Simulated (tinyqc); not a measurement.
Lateral field, substrate current, probability of reaching the oxide barrier and hot-carrier lifetime of a silicon transistor (pseudo-two-dimensional and lucky-electron models): one step, computed by the program tinyqc. Command: `OMP_NUM_THREADS=1 python tinyqc.py 3009804 3009805 out.jsonl hotcar walk`. One thread of a shared host (Intel(R) Xeon(R) Processor @ 2.30GHz), about 0.01 s of CPU time with the checks.

Local-field models: a lucky carrier gains its energy at the peak field over a path free of collisions. Voltages are magnitudes.

Question. Hot-carrier currents and lifetime. C_ox = 3.9 eps_0/t; F_sat = 2 v_s/mu; V_Dsat = V_ov F_sat L/(V_ov + F_sat L), V_ov = V_G - V_T; I_D/W = C_ox v_s (V_ov - V_Dsat). Scale length l = 0.22 t^(1/3) x_j^(1/2) (all in cm); F_m = sqrt(((V_D - V_Dsat)/l_e)^2 + F_sat^2), with l_e = l; length of the velocity-saturated region l_e ln((V_D - V_Dsat)/(l_e F_sat) + F_m/F_sat). Substrate current I_sub/I_D = (A_i/B_i)(V_D - V_Dsat) exp(-B_i/F_m); probability of reaching the oxide barrier exp(-phi_b/(e lambda F_m)); lifetime tau = (H/(I_D/W)) exp(phi_it/(e lambda F_m)).

Inputs (values chosen for the exercise, modelled on a silicon n-channel): channel length L = 300 nm; oxide thickness t = 6.5 nm; junction depth x_j = 84 nm; mobility mu = 340 cm^2/(V s); saturation velocity v_s = 0.81 1e7 cm/s; threshold voltage V_T = 0.72 V; gate voltage V_G = 1 V; drain voltage V_D = 2.8 V; ionisation prefactor A_i = 2.1e+06 1/cm; ionisation field B_i = 1.78 MV/cm; hot-carrier mean free path lambda = 7.5 nm; oxide barrier phi_b = 3.1 eV; interface-trap threshold phi_it = 3.6 eV; lifetime constant H = 200 s microampere/micrometre.

Drain: abrupt.

Constants: eps_0 = 8.8541878128e-12 F/m.

Give: I_sub/I_D; substrate current I_sub/W; probability of reaching phi_b; lifetime tau; exponent m = phi_it/(e lambda B_i).

Answer.

I_sub/I_D = 0.066935

substrate current I_sub/W = 1.3210 microampere/micrometre

probability of reaching phi_b = 1.4323e-04

lifetime tau = 2.9494e+05 s

exponent m = phi_it/(e lambda B_i) = 2.6966

Since both exponentials depend on 1/F_m, tau I_D scales about as (I_sub/I_D)^(-m) with m = 2.70, which lets I_sub serve as the monitor. The lifetime is 9.35e-4 times ten years (3.156e8 s).
